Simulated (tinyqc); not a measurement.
Carbon nanotube by zone folding, step by step. Values are carried at full precision from step to step, so a last printed digit may differ when a step is redone from the rounded ones.

Circumference C = n a1 + m a2, a = sqrt3 acc; d = a sqrt(n^2 + nm + m^2)/pi; tan(theta) = sqrt3 m/(2n + m); dR = gcd(2n + m, 2m + n); T = t1 a1 + t2 a2 with t1 = (2m + n)/dR, t2 = -(2n + m)/dR, |T| = sqrt3 pi d/dR; N = 2 (n^2 + nm + m^2)/dR hexagons a cell. On cutting line mu = 0 to N - 1 at x = k|T|/(2 pi) the phases are p1 = 2 pi (-t2 mu + m x)/N, p2 = 2 pi (t1 mu - n x)/N, and E = -/+ t |1 + exp(i p1) + exp(i p2)|.

Constants: hbar^2/2m0 = 3.80998211 eV angstrom^2.

Inputs chosen for the exercise (near those used for carbon; not measured data): n = 18 (chiral index); m = 17 (chiral index); acc = 1.44 angstrom (bond length); t = 2.72 eV (hopping); mu = 614 (cutting line); x = 0.07 (position on the line).

## Geometry

Form d, theta, dR, t1, t2, N and |T|, and (n - m) mod 3.

d = 24.068 angstrom
theta = 29.05 degrees

dR, t1, t2, N: 1  52  -53  1838

|T| = 130.961 angstrom
(n - m) mod 3 = 1

The nearest line misses K by a third of the spacing 2/d: semiconducting in zone folding; chiral, 3676 atoms a cell.

## One point of one line

Form the phases and the energy.

p1, p2 (rad): 111.24858  109.14125

E of the upper band = 0.6461 eV

## Band edges

The three lowest distinct minima of E along the lines, doubled (the transition between mirror bands), against the cone: 2 t acc j/d with j = 1, 2, 4 for semiconducting and 0, 3, 3 for metallic tubes.

Transitions (eV):
```
order  zone folding    cone
1            0.3251  0.3255
2            0.6501  0.6510
3            1.2871  1.3019
```

Trigonal warping puts the first transition -0.1 % and the second -0.1 % from the cone; the two lines lie on opposite sides of K, where the contours bend oppositely. Measured optical lines also hold self-energy and exciton terms.

## Mass at the first band edge

Cone estimate: E^2 = (Eg/2)^2 + (hbar v k)^2, hbar v = 3 t acc/2, Eg = 2 t acc/d, so m/m0 = c Eg/(hbar v)^2, c = hbar^2/2m0.

hbar v = 5.8752 eV angstrom
Eg = 0.3255 eV
mass = 0.0359 m0

Run: tinyqc, `OMP_NUM_THREADS=1 python tinyqc.py 1450970 1450971 out.jsonl`; Intel(R) Xeon(R) Processor @ 2.30GHz, one thread, shared host; about 0.06 s of CPU time with all checks.
